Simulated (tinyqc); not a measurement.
Sensitivity of the reflectance: thin-film optics by transfer matrices.

Indices N = n + i k. Snell: N0 sin(theta) = N_j sin(theta_j), with Im(N_j cos theta_j) >= 0. Admittance y_j = N_j cos theta_j for s and N_j/cos theta_j for p. Phase delta_j = 2 pi N_j cos theta_j d_j/lambda. Layer matrix [[cos delta, -i sin delta/y], [-i y sin delta, cos delta]], multiplied from the top down to M. (B, C) = M (1, y_sub); r = (y0 B - C)/(y0 B + C), R = |r|^2, T = 4 Re y0 Re y_sub/|y0 B + C|^2, absorbed in the films 1 - R - T.

Parameters, chosen for this exercise (indices near those of polySi, SiO2 on Al; the results hold for these values, not for the real material): lam = 633 nm (vacuum wavelength); n0 = 1 (ambient index); n = (3.992, 1.428, 1.364) (n of polySi, SiO2, substrate); k = (0.038, 0, 7.553) (k in the same order); d = (129, 12.6) nm (thicknesses, top first); theta = 0 degrees (angle of incidence).

R for both polarisations.

Results for these values:

| case | R_s | R_p | T_s |
|---|---|---|---|
| base | 0.8883 | 0.8883 | 0.0513 |

What happens to each result for k = (0.038, 0, 8.318), all else kept?

Answer: R_s rises from 0.8883 to 0.8929; R_p rises from 0.8883 to 0.8929; T_s falls from 0.0513 to 0.0454.

The same for each parameter in turn:

| case | R_s | R_p | T_s |
|---|---|---|---|
| base | 0.8883 | 0.8883 | 0.0513 |
| d = (134, 12.6) nm | 0.8979 | 0.8979 | 0.0468 |
| n = (4.072, 1.428, 1.364) | 0.8979 | 0.8979 | 0.0473 |
| k = (0.038, 0, 8.318) | 0.8929 | 0.8929 | 0.0454 |
| lam = 638 nm | 0.8849 | 0.8849 | 0.0530 |
| theta = 5 degrees | 0.8886 | 0.8877 | 0.0512 |

Run: tinyqc, `OMP_NUM_THREADS=1 python tinyqc.py 1682141 1682142 out.jsonl`; Intel(R) Xeon(R) Processor @ 2.30GHz, one thread, shared host; about 0.01 s of CPU time with all checks.
